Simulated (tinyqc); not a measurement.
Transmission against field: band-to-band tunnelling across a p-n junction in a two-band chain.

Sites alternate A at -Eg/2 and C at +Eg/2 with hopping -t; near the edges, with k counted from the zone boundary pi/a, E^2 = (Eg/2)^2 + (t a k)^2, so t = sqrt(c Eg/m)/a gives the mass m, c = hbar^2/2m0. In the gap cosh(q a) = 1 + (Eg^2/4 - e^2)/(2 t^2), e the energy from the local mid-gap. The potential is V0 = Eg + ov on the p side (left), 0 on the n side, and falls linearly over the 2N sites of the junction, V_j = V0 (1 - j/(2N + 1)), j = 1 to 2N, site 1 being A. E = Eg/2 + x ov. A half chain that ends on a site of level e1 with neighbour e2 has g = (1 + z)/(E - e1), z = exp(-/+ i k a) the root with Im g < 0, cos(k a) = (E - e1)(E - e2)/(2 t^2) - 1. S_L = t^2 g (ending on C, shifted by V0), S_R = t^2 g (starting on A). T = 4 Im(S_L) Im(S_R) |G_(1,2N)|^2.

Constants: hbar^2/2m0 = 3.80998211 eV angstrom^2.

Values chosen for the exercise (gap and mass near those of InGaAs; shifted at random, so the results belong to these values and not to a real crystal):
- Eg = 0.769 eV (gap)
- m = 0.0424 m0 (mass of electron and light hole)
- a = 5 angstrom (period (two sites))
- ov = 0.26 eV (overlap: top of the valence band on the p side above the conduction edge on the n side)
- x = 0.54 (energy above the n-side conduction edge, as a share of ov)

N is varied at fixed V0 and E. WKB: exp(-2 I/F) with I = pi Eg^2/(8 t a), F = V0/((2N + 1) a/2); this is the Landau-Zener result for a uniform field.

Against N:

| N | F (MV/cm) | exponent | T, chain | T, WKB | ratio |
|---|---|---|---|---|---|
| 5 | 3.742 | 1.493 | 0.263 | 0.225 | 1.172 |
| 8 | 2.421 | 2.308 | 0.146 | 0.0995 | 1.464 |
| 12 | 1.646 | 3.394 | 0.0551 | 0.0336 | 1.641 |
| 18 | 1.112 | 5.023 | 0.0108 | 0.00659 | 1.643 |
| 26 | 0.777 | 7.195 | 0.00112 | 0.000751 | 1.496 |
| 38 | 0.535 | 10.452 | 3.66e-05 | 2.89e-05 | 1.266 |
| 55 | 0.371 | 15.068 | 3.00e-07 | 2.86e-07 | 1.050 |
| 80 | 0.256 | 21.855 | 2.96e-10 | 3.22e-10 | 0.918 |

T falls from 0.263 at 3.74 to 2.96e-10 at 0.26 MV/cm. ln T against 1/F has slope -5.745 MV/cm between the rows N = 38 and 80, against -2I = -5.587. The ratio to WKB stays between 0.92 (N = 80) and 1.64 (N = 18): the exponent decides, and the ratio holds the reflections where the field begins and ends and the lattice correction to q, which scales the exponent and so grows with N.

Run: tinyqc, `OMP_NUM_THREADS=1 python tinyqc.py 1450660 1450661 out.jsonl`; Intel(R) Xeon(R) Processor @ 2.30GHz, one thread, shared host; about 0.01 s of CPU time with all checks.
